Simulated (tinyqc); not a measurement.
What each change does: thin (001) film in sp3s* tight binding with raised dangling bonds.

Planes alternate anion (a), cation (c) along [001], a/4 apart, starting with an anion; zero in-plane momentum; levels counted from the bulk Ev, the lower root of [[Epa, Vxx], [Vxx, Epc]]; no spin-orbit coupling. Block of s, pz, s*: from an anion to the cation above, Vss/2 (s,s), Vsapc/2 (s,z), -Vscpa/2 (z,s), Vxx/2 (z,z), Vxapc/2 (s*,z), -Vpaxc/2 (z,s*); to the cation below the same with the s-z and s*-z signs reversed. Block of u = (px + py)/sqrt2 and v = (px - py)/sqrt2: to the cation above (Vxx + Vxy)/2 for u and (Vxx - Vxy)/2 for v, to the cation below the reverse. Each surface atom has two dangling sp3 hybrids; raising both by dl adds (dl/2) [[1, t], [t, 1]] to its s, pz levels (t = -1 at the bottom face, +1 at the top) and dl to the one of u, v in whose plane the missing bonds lie (v for a bottom anion or a top cation, u for a top anion).

Values chosen for the exercise (out of a larger set: near a published set for Si, fitted to gaps, whose masses and valley positions are rough; not measured data): p = (-4.186, 1.714, -4.186, 1.714, 6.707, 6.707, -8.269, 1.709, 4.587, 5.711, 5.711, 5.374, 5.374) eV (order Esa, Epa, Esc, Epc, Exa, Exc, Vss, Vxx, Vxy, Vsapc, Vscpa, Vxapc, Vpaxc); Nw = 33 (planes in the thicker film); dp = 30 eV (value of dl for the passivated films).

edges (eV): Gamma 3.41800, Delta 1.16868

A film of Nw planes with shift dp: highest level below mid-gap (half the lower bulk edge) and the two lowest above.

Results for these values:
```
case  Ev1 (eV)  Ec1 (eV)  Ec2 (eV)
base   -0.0410    1.1916    1.1933
```

What happens to each result for Nw = 34, all else kept?

Answer: Ev1 rises from -0.0410 to -0.0364; Ec1 falls from 1.1916 to 1.1907; Ec2 falls from 1.1933 to 1.1915.

The same for each parameter in turn:
```
case        Ev1 (eV)  Ec1 (eV)  Ec2 (eV)
base         -0.0410    1.1916    1.1933
Nw = 34      -0.0364    1.1907    1.1915
dp = 15 eV   -0.0412    1.1915    1.1932
```

An odd change of Nw also changes which atoms end the film, so levels need not move as thickness alone would move them; the row for dp shows how far the passivation is from converged.

Run: tinyqc, `OMP_NUM_THREADS=1 python tinyqc.py 1480076 1480077 out.jsonl`; Intel(R) Xeon(R) Processor @ 2.30GHz, one thread, shared host; about 0.5 s of CPU time with all checks.
